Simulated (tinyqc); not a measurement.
# Changing the decay q

Model: Gupta-type many-body potential for a metal. Computed by tinyqc, a small Python program. Command: `OMP_NUM_THREADS=1 python tinyqc.py 3016118 3016119 out.jsonl gupta sweep`. One thread of a shared host (Intel(R) Xeon(R) Processor @ 2.30GHz), about 0.02 s of CPU time with the checks.

E_i = sum_j A exp(-p (r_ij/r0 - 1)) - xi rho_i^gamma, with rho_i = sum_j exp(-2 q (r_ij/r0 - 1)); gamma = 1/2 is the tight-binding second-moment form. The crystal is fcc unless stated; d is the neighbour distance and a fixed number of shells is kept.

Inputs (values chosen for the exercise, modelled on silver):
```
quantity                  value      unit
repulsion A               0.101        eV
hopping xi                 1.22        eV
decay p                    10.8         -
reference distance r0     2.889  angstrom
shells kept                   3         -
embedding exponent gamma    0.5         -
```

Surface: (110).

Constants: 1 eV/angstrom^3 = 160.2176634 GPa; 1 eV/angstrom^2 = 16.02176634 J/m^2.

Method:
- fcc shells: d sqrt(k), k = 1..5, with 12, 6, 24, 12, 24 atoms; Omega = d^3/sqrt2.
- Equilibrium: dE/dd = 0; B = d^2 E''(d)/(9 Omega).
- Repulsion and density of one neighbour in each shell, and their sums.
- Each neighbour j of the vacancy loses one repulsive term and one density term: E_v = sum_shells count x {-repulsion - xi [(rho - density)^gamma - rho^gamma]}. (The removed atom returns to a bulk-like site, so its own energy cancels.)
- Second derivatives of E/Omega at equilibrium under homogeneous strain: e_xx = h gives C11; e_xx = -e_yy = h gives 2 (C11 - C12); e_xy = e_yx = h/2 gives C44.
- Cut the crystal without relaxation; an atom in layer l keeps the neighbours that lie below the surface plane. Excess = E_i + E_c. Surface energy = sum of excesses over the layers, divided by the area per surface atom: (sqrt3/2) d^2 for (111), d^2 for (100), sqrt2 d^2 for (110).

One run for each value; columns: (1) decay q; (2) ratio E_v/E_c, E_c = xi rho^gamma less the repulsive energy; (3) Cauchy pressure C12 - C44 (GPa); (4) bulk modulus B (GPa); (5) surface energy (J/m^2):
```
(1)      (2)    (3)    (4)    (5)
1.90  0.3895  19.28   78.8  1.129
2.17  0.3728  23.94   85.4  1.041
2.44  0.3549  29.44   92.5  0.970
2.71  0.3355  35.96  100.2  0.911
2.98  0.3145  43.73  108.7  0.860
3.25  0.2917  53.01  118.0  0.815
3.52  0.2670  64.14  128.3  0.772
3.79  0.2401  77.54  139.7  0.729
```

What does the table show, and why?

Over the rows, ratio E_v/E_c, E_c = xi rho^gamma less the repulsive energy falls from 0.390 to 0.240 (exponent d ln y / d ln x -0.33 between the first rows and -1.4 between the last); Cauchy pressure C12 - C44 (GPa) rises from 19.3 to 77.5 (exponent d ln y / d ln x 1.6 between the first rows and 2.6 between the last); bulk modulus B (GPa) rises from 78.8 to 140 (exponent d ln y / d ln x 0.60 between the first rows and 1.2 between the last). A larger q/p makes repulsion and band term cancel more closely, so the many-body part weighs more: vacancies get cheaper relative to E_c and the Cauchy pressure grows.
